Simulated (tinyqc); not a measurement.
Liquidus of a compound AB in a simple-solution melt, liquid-phase epitaxy and vapour pressures: one step, computed by the program tinyqc.

x is the atom fraction of B in the melt. The melt is a simple solution: R T ln gamma_B = W (1 - x)^2, R T ln gamma_A = W x^2, W = a + b T. The solid AB is stoichiometric.

Question. Slope of the liquidus. Liquidus (Vieland): f(x) = R T ln[4 x (1 - x)] + 2 W (1/2 - x)^2 + S_F (T_F - T) = 0. dx/dT = -(df/dT)/f', df/dT = R ln[4 x (1 - x)] + 2 b (1/2 - x)^2 - S_F, f' = (1 - 2x)[R T/(x (1 - x)) - 2 W]. Concentrations: C_L = x N_A/V_L in the melt, C_S = 4/a0^3 in the solid; m = dT/dC_L.

Inputs (values chosen for the exercise, modelled on InAs for the melt):
```
quantity,value,unit
entropy of fusion S_F,61.5,J/(mol K)
interaction slope b,-40.2,J/(mol K)
saturation temperature T,1013,K
molar volume of the melt V_L,16.7,cm^3/mol
lattice constant a0,6.058,angstrom
```

solubility x = 0.1388900

W = -23.8226 kJ/mol

Constants: R = 8.314462618 J/(mol K); N_A = 6.02214076e+23 1/mol; k_B = 8.617333262e-05 eV/K.

Give: dx/dT; C_L; C_S; slope m; apparent heat of solution k_B T^2 d ln x/dT.

Answer.

dx/dT = 9.161e-04 1/K

C_L = 5.008e+21 1/cm^3

C_S = 1.799e+22 1/cm^3

slope m = 3.027e-20 K cm^3

apparent heat of solution k_B T^2 d ln x/dT = 0.5832 eV
